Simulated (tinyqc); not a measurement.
Haynes-Shockley experiment: drift, diffusion and decay of a minority-carrier pulse: one step, computed by the program tinyqc. Command: `OMP_NUM_THREADS=1 python tinyqc.py 3110885 3110886 out.jsonl haynes walk`. One thread of a shared host (Intel(R) Xeon(R) Processor @ 2.30GHz), about 0.02 s of CPU time with the checks.

A thin sheet of excess carriers is made at x = 0, t = 0 in a long uniform bar; injection is low, so the pulse moves with the minority mobility.

Task: Transport coefficients. D = mu k_B T/e, v = mu F. Transit time d/v, diffusion length sqrt(D tau), drift length v tau, Peclet number v d/D = e F d/(k_B T).

Inputs (values chosen for the exercise, modelled on holes in n-type germanium in a lightly doped bar):
```
quantity                     value         unit
minority mobility mu          1710   cm^2/(V s)
lifetime tau                    92  microsecond
temperature T                  300            K
field F                        6.9         V/cm
distance d to the collector    0.2           cm
```

Constants: k_B = 8.617333262e-05 eV/K.

Give: D; drift velocity v; transit time d/v; diffusion length; drift length v tau; Peclet number.

Result:

D = 44.207 cm^2/s

drift velocity v = 11799 cm/s

transit time d/v = 16.951 microsecond

diffusion length = 637.73 micrometre

drift length v tau = 1.085508 cm

Peclet number = 53.381

The pulse must travel 0.184 drift lengths.
